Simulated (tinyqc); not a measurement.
Hot electrons in a saturated n-channel MOSFET, lucky-electron model: one step of the calculation.

Beyond pinch-off the lateral field grows as Esat cosh(y/l) over the velocity-saturated region (pseudo-two-dimensional model). Impact ionisation in this region gives the substrate current, which biases the body forward through Rsub. Currents are per width. Local-field laws: they overstate ionisation when the field peak is narrower than an energy relaxation length.

Task. Body bias from the substrate current. Cox = 3.9 eps0/tox. Overdrive g = Vg - VT + kb Vb; Vdsat = g Esat L/(g + Esat L); Id = Cox vs (g - Vdsat); dV = Vd - Id Rd - Vdsat; Em = sqrt((dV/l)^2 + Esat^2); Isub = Id (Ai/Bi) l Em exp(-Bi/Em). Vb(new) = Rsub Isub.

Values chosen for this exercise; values close to those of silicon n-channel devices:
- L = 0.5 um (channel length)
- tox = 9.9 nm (oxide thickness)
- VT = 0.74 V (threshold)
- vs = 7.9e6 cm/s (saturation velocity)
- Ai = 2e6 1/cm (ionisation prefactor)
- Bi = 1.75 MV/cm (ionisation field)
- Rd = 0 ohm um (resistance of the lightly doped drain)
- Rsub = 8000 ohm um (substrate resistance)
- kb = 0.24 (fall of VT per volt of forward body bias)
- Vd = 3.1 V (drain voltage)
- Vg = 2.2 V (gate voltage)

Constants: eps0 = 8.8541878128e-14 F/cm where lengths are in cm. Results are converted to the units shown.

Vb at the start = 0 V
l = 73.116346 nm
Esat = 0.049375000 MV/cm

Find: Vdsat; Id; dV; Em; Isub; Vb after iteration 1.

Result.

Vdsat = 0.9174 V
Id = 149.5 uA/um
dV = 2.183 V
Em = 0.3026 MV/cm
Isub = 1.163 uA/um
Vb after iteration 1 = 0.009303 V

Numbers from tinyqc (`OMP_NUM_THREADS=1 python tinyqc.py 2550055 2550056 out.jsonl`; about 0.01 s on one thread of a shared Intel Xeon 2.30GHz).
